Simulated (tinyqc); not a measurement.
Free-carrier optics of a doped semiconductor (Drude model with one polar phonon): sweeps and comparisons. A value that a table varies takes the place of the one given here.

eps(E) = ei [1 - Ep^2/(E^2 + i E Gam)] + (es - ei) wT^2/(wT^2 - E^2 - i E gT), with Ep^2 = 8 pi c (e^2/(4 pi eps0)) N/(m ei), c = hbar^2/2m0, N in 1/angstrom^3 (1e-24 per 1/cm^3); Gam = hbar/tau, tau = mu m m0/e with m0/e = 5.685630e-12 kg/C and mu in m^2/(V s). Energies in meV.

n + i k = sqrt(eps1 + i eps2) with k >= 0; R = ((n - 1)^2 + k^2)/((n + 1)^2 + k^2) at normal incidence from vacuum; alpha = 2 E k/(hbar c), times 1e8 for 1/cm; loss function Im(-1/eps) = eps2/(eps1^2 + eps2^2).

Constants: hbar^2/2m0 = 3.80998211 eV angstrom^2; e^2/(4 pi eps0) = 14.39964547 eV angstrom; hbar = 6.58211957e-16 eV s; hbar c = 1973.269805 eV angstrom.

Values chosen for the exercise (mass and dielectric values near those of GaAs; N and mu are free inputs; interband absorption and the rise of the mass with filling are left out; the results hold for these values, not for the real material): m = 0.0745 m0 (conductivity mass); ei = 10.62 (high-frequency dielectric constant); wT = 33.3 meV (TO phonon); es = 12.41 (static dielectric constant); N = 4.3e+18 1/cm^3 (carrier density); mu = 1300 cm^2/(V s) (mobility); gT = 0.8 meV (phonon damping); E = 116.5 meV (photon energy).

## The coupled modes against doping

L-, L+ solve E^4 - (wL^2 + Ep^2) E^2 + Ep^2 wT^2 = 0, wL = wT sqrt(es/ei); damping left out; energies in meV.

Modes:

| N (1/cm^3) | Ep | L- | L+ | Ep sqrt(ei/es) |
|---|---|---|---|---|
| 2.0e+16 | 5.90 | 5.45 | 36.07 | 5.46 |
| 7.0e+16 | 11.05 | 10.14 | 36.26 | 10.22 |
| 2.0e+17 | 18.67 | 16.86 | 36.88 | 17.27 |
| 4.0e+17 | 26.40 | 22.97 | 38.28 | 24.42 |
| 7.0e+17 | 34.93 | 27.91 | 41.68 | 32.31 |
| 1.0e+18 | 41.75 | 30.11 | 46.18 | 38.62 |
| 3.0e+18 | 72.31 | 32.58 | 73.91 | 66.89 |
| 7.0e+18 | 110.45 | 33.02 | 111.38 | 102.17 |
| 2.0e+19 | 186.69 | 33.21 | 187.21 | 172.71 |

wL = 36.00 meV

At low density L- follows Ep sqrt(ei/es) (5.45 against 5.46), a plasmon screened by the lattice, and L+ starts at wL. At the highest density L- has come within 0.09 meV of wT, since the carriers screen the field that lifts wL, and L+ is within 0.52 meV of Ep. The branches are closest, 13.77 meV, at 7e+17 1/cm^3 of those listed. The mass is held fixed, while in a real band it rises with filling.

## Reflectance across the plasma edge

Spectrum:

| E (meV) | eps1 | eps2 | R | alpha (1/cm) |
|---|---|---|---|---|
| 8.7 | -351.57 | 500.28 | 0.928 | 1.93e+04 |
| 26.0 | -81.99 | 44.90 | 0.903 | 2.47e+04 |
| 43.3 | -31.41 | 11.01 | 0.893 | 2.50e+04 |
| 60.6 | -11.01 | 4.13 | 0.825 | 2.07e+04 |
| 73.6 | -4.15 | 2.33 | 0.679 | 1.58e+04 |
| 86.6 | -0.10 | 1.44 | 0.198 | 7.72e+03 |
| 95.2 | 1.73 | 1.09 | 0.051 | 3.82e+03 |
| 108.2 | 3.72 | 0.74 | 0.106 | 2.10e+03 |
| 129.9 | 5.82 | 0.43 | 0.172 | 1.18e+03 |
| 173.1 | 7.91 | 0.18 | 0.226 | 570 |
| 259.7 | 9.41 | 0.05 | 0.258 | 233 |
| 432.8 | 10.18 | 0.01 | 0.273 | 80.7 |

Ep = 86.6 meV and Gam = 12.0 meV. R is 0.928 at the lowest energy and lowest, 0.051, at 95.2 meV of those listed; without damping and phonon it would vanish at Ep sqrt(ei/(ei - 1)) = 91.0 meV. At the highest energy R is 0.273, against 0.281 for ei alone. Between the last two rows alpha goes as E^-2.07, where the Drude limit far above Ep and Gam is E^-2. Inside the metallic range the phonon cuts a dip in R near L-, below wT = 33.3 meV, which the rows may miss.

## Free-carrier absorption and index change in the near infrared

At the wavelengths listed E = hc/lambda (hc = 1239.841984 eV nm). Approximate forms: alpha = ei Ep^2 Gam/(E^2 sqrt(ei) hbar c) and dn = -sqrt(ei) Ep^2/(2 E^2). The phonon term is left out here.

Free carriers:

| lambda (micrometre) | E (meV) | alpha (1/cm) | alpha, approximate | dn | dn, approximate |
|---|---|---|---|---|---|
| 1.31 | 946.4 | 16.6 | 16.5 | -0.0137 | -0.0136 |
| 1.55 | 799.9 | 23.3 | 23.1 | -0.0191 | -0.0191 |
| 2.00 | 619.9 | 38.9 | 38.5 | -0.0319 | -0.0318 |
| 3.00 | 413.3 | 88.5 | 86.6 | -0.0722 | -0.0715 |
| 5.00 | 248.0 | 256 | 241 | -0.205 | -0.199 |
| 8.00 | 155.0 | 737 | 616 | -0.552 | -0.508 |
| 10.60 | 117.0 | 1.58e+03 | 1.08e+03 | -1.05 | -0.893 |

At 1.55 micrometre alpha = 23.3 1/cm and dn = -0.0191; a phase shift of pi needs a length lambda/(2 |dn|) = 40.5 micrometre, over which the loss is 0.41 dB. The approximate alpha is within 5 % up to 3 micrometre of the wavelengths listed; it needs photon energies well above both Ep and Gam, which lie at 14.3 and 103.7 micrometre. Interband and intervalley absorption are left out.

## What moves the optical constants

At the energy E. Each row changes one parameter from the base and keeps the others.

Results:

| case | Ep (meV) | Gam (meV) | R | alpha (1/cm) |
|---|---|---|---|---|
| base | 86.57 | 11.95 | 0.1368 | 1.63e+03 |
| N = 6.45e+18 1/cm^3 | 106.02 | 11.95 | 0.0422 | 3.87e+03 |
| m = 0.0894 m0 | 79.02 | 9.96 | 0.1658 | 1.04e+03 |
| mu = 780 cm^2/(V s) | 86.57 | 19.92 | 0.1439 | 2.62e+03 |
| ei = 11.15 | 84.48 | 11.95 | 0.1553 | 1.54e+03 |
| E = 139.8 meV | 86.57 | 11.95 | 0.1902 | 964 |

The largest shifts from the base row, up to three for each result and ties (the steps differ in size, so this ranks the rows, not the parameters). Ep (meV): N +19.46, m -7.54, ei -2.08; unchanged at the printed digits by mu and E. Gam (meV): mu +7.97, m -1.99; unchanged at the printed digits by N, ei and E. R: N -0.0946, E +0.0534, m +0.0291. alpha (1/cm): N +2.24e+03, mu +996, E -664.

(tinyqc, `OMP_NUM_THREADS=1 python tinyqc.py 1682008 1682009 out.jsonl`, Intel(R) Xeon(R) Processor @ 2.30GHz, 1 thread, shared host, about 0.01 s.)
